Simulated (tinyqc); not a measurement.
# Ellipsometry and reflectance of a transparent film on an absorbing substrate: what changes with what

Air (index 1), film, substrate with N2 = n2 - i k2; time factor exp(+i w t). q_j = sqrt(N_j^2 - sin^2 th), root with positive real part. Fresnel coefficients r_s = (q_a - q_b)/(q_a + q_b), r_p = (N_b^2 q_a - N_a^2 q_b)/(N_b^2 q_a + N_a^2 q_b). tan(Psi) exp(i Delta) = R_p/R_s, Delta taken from 0 to 360 degrees.

Inputs (values chosen for the exercise); indices close to those of silicon dioxide on silicon: wavelength lam = 546.1 nm; angle of incidence th = 65 degrees; index of the transparent film n1 = 1.464; film thickness d = 5.7 nm; index of the substrate n2 = 4.086; extinction coefficient of the substrate k2 = 0.031.

Each table varies one quantity; the others keep the values above.

## Psi and Delta against the film thickness

beta = 2 pi d q1/lam, X = exp(-2 i beta), R = (r01 + r12 X)/(1 + r01 r12 X) for p and s. The last column is the derivative of Delta.

Results:
```
d (nm)  Psi (degrees)  Delta (degrees)   |R_p|^2  |R_s|^2  dDelta/dd (degrees/nm)
0              18.998           179.41  0.077426  0.65320                 -1.7490
4              19.075           172.44  0.078020  0.65251                 -1.7356
6              19.163           168.98  0.078702  0.65170                 -1.7203
8              19.284           165.56  0.079637  0.65056                 -1.6996
10             19.436           162.19  0.080820  0.64910                 -1.6741
12             19.619           158.87  0.082247  0.64731                 -1.6441
14             19.831           155.61  0.083911  0.64520                 -1.6102
16             20.071           152.43  0.085805  0.64275                 -1.5729
```

Estimate the missing row, d = 2 nm.

Computed row:
```
d (nm)  Psi (degrees)  Delta (degrees)   |R_p|^2  |R_s|^2  dDelta/dd (degrees/nm)
2              19.020           175.92  0.077594  0.65302                 -1.7452
```

With this row back in the table: Delta falls from 179.41 to 152.43 degrees while Psi moves from 19.00 to 20.07: Delta changes 25.1 times as much as Psi. With the slope of the first row an error of 0.01 degree in Delta means 0.0057 nm.

## Effect of the index of the transparent film

Same model as above.

dDelta/dd is the derivative of Delta; period lam/(2 q1).

Results:
```
n1    Psi (degrees)  Delta (degrees)  |R_p|^2  |R_s|^2  dDelta/dd (degrees/nm)  period (nm)
1.25          19.10            172.4  0.07820   0.6525                  -1.214        317.2
1.45          19.15            169.6  0.07857   0.6519                  -1.699        241.2
1.65          19.15            168.1  0.07857   0.6512                  -1.964        198.0
1.85          19.13            167.4  0.07826   0.6505                  -2.096        169.3
2.05          19.08            167.2  0.07773   0.6499                  -2.136        148.5
2.25          19.01            167.4  0.07707   0.6493                  -2.108        132.6
2.65          18.86            168.7  0.07564   0.6483                  -1.890        109.6
```

Estimate the missing row, n1 = 2.45.

Computed row:
```
n1    Psi (degrees)  Delta (degrees)  |R_p|^2  |R_s|^2  dDelta/dd (degrees/nm)  period (nm)
2.45          18.94            167.9  0.07635   0.6487                  -2.024        120.0
```

With this row back in the table: Psi goes from 19.1 through a maximum of 19.2 (at n1 = 1.65 among the rows listed) to 18.9 degrees and |R_p|^2 goes from 0.0782 through a maximum of 0.0786 (at n1 = 1.45 among the rows listed) to 0.0756. The slope of Delta is largest in size, 2.14 degrees/nm, at n1 = 2.05 among the rows.

tinyqc, about 0.01 s, one thread, Intel Xeon 2.30GHz (shared host): `OMP_NUM_THREADS=1 python tinyqc.py 2870166 2870167 out.jsonl`
